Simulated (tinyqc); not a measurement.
MOS structure on a p-type body with a doping step, non-linear Poisson equation by Newton steps: charge and capacitance against gate voltage.

One dimension, insulator interface at x = 0, acceptor density N1 for x < x1 and Na beyond, net doping C = -(acceptor density). psi is counted from the intrinsic level: n = ni exp((psi - Vb)/Vt), p = ni exp(-psi/Vt); deep in the body psi_b = -Vt ln(Na/ni). The gate acts through Cox = eps0 eox/tox and has the potential psi_G = Vg - (phiM - chi - Vt ln(Nc/ni)). Boltzmann statistics, full ionisation, classical densities, no oxide or interface charge.

ni = sqrt(Nc Nv) exp(-Eg/(2 Vt)), Eg in volts. The Poisson equation d/dx(eps0 eps_r dpsi/dx) = -q (p - n + C), with eps0 eps_r dpsi/dx = -Cox (psi_G - psi_0) at x = 0, is solved on a mesh of about 600 nodes or more. N_inv is the integral of n less its value deep in the body. C_LF = Cox (1 - dpsi_0/dVg) with all carriers following; C_HF is the same with the electron quasi-Fermi level shifting uniformly so that N_inv stays fixed. The centroid is that of the same excess.

Inputs (values chosen for the exercise); band and dielectric values close to those of silicon:
```
symbol    value   unit                                                               meaning
T           300      K                                                           temperature
Eg         1.12     eV                                                              band gap
eps_r      11.5                                                        relative permittivity
Nc      2.79e19  cm^-3                                conduction-band density of states at T
Nv      2.65e19  cm^-3                                   valence-band density of states at T
chi        4.12     eV                                                     electron affinity
Na       6.6e15  cm^-3                                     acceptor density deep in the body
eox        22.4         relative permittivity of the gate insulator (close to hafnium oxide)
tox          26     nm                                                   insulator thickness
phiM       4.65     eV                                                    gate work function
Vb          0.4      V                       electron quasi-Fermi potential against the body
x1          150     nm                                              depth of the doping step
N1       3.3e16  cm^-3                                       acceptor density above the step
```

Constants: q = 1.602176634e-19 C, kB = 1.380649e-23 J/K, Vt = kB T/q, eps0 = 8.8541878128e-14 F/cm where lengths are in cm. Results are converted to the units shown.

Result of one run:
```
Vg (V)  psi_0 - psi_b (V)  N_inv (cm^-2)  C_LF/Cox  C_HF/Cox  centroid (nm)
0.8                  1.05         3.45e8    0.0418    0.0393           2.77
```

What becomes of these results when the gate voltage against the body Vg is changed from 0.8 to 1.76 V, all else the same?

Result of the changed run:
```
Vg (V)  psi_0 - psi_b (V)  N_inv (cm^-2)  C_LF/Cox  C_HF/Cox  centroid (nm)
1.76                 1.32        3.25e12     0.939    0.0341           1.29
```

The whole series:
```
Vg (V)  psi_0 - psi_b (V)  N_inv (cm^-2)  C_LF/Cox  C_HF/Cox  centroid (nm)
0.64                0.894         9.76e5    0.0458    0.0458           2.94
0.8                  1.05         3.45e8    0.0418    0.0393           2.77
0.96                 1.19        7.05e10     0.364    0.0353           2.58
1.12                 1.25        5.36e11     0.771    0.0344           2.18
1.28                 1.28        1.16e12     0.865    0.0342           1.85
1.44                 1.29        1.84e12     0.904    0.0341           1.61
1.6                  1.31        2.54e12     0.925    0.0341           1.43
1.76                 1.32        3.25e12     0.939    0.0341           1.29
```

N_inv goes from 9.76e5 to 3.25e12 cm^-2 and passes 2e11 cm^-2 at Vg = 1.02 V. Below threshold it takes 62.8 mV a decade between Vg = 0.64 and 0.8 V, against Vt ln 10 = 59.5 mV. C_LF/Cox is lowest, 0.0418, at Vg = 0.8 V among the rows listed and ends at 0.939, while C_HF/Cox ends at 0.0341. Between the last two rows q dN_inv/dVg is 0.932 Cox. Where the classical centroid is under about 2 nm, confinement would move the charge away from the interface and raise the threshold. Above about 2e12 cm^-2 degeneracy matters too.

tinyqc, about 0.4 s, one thread, Intel Xeon 2.30GHz (shared host): `OMP_NUM_THREADS=1 python tinyqc.py 2080148 2080149 out.jsonl`
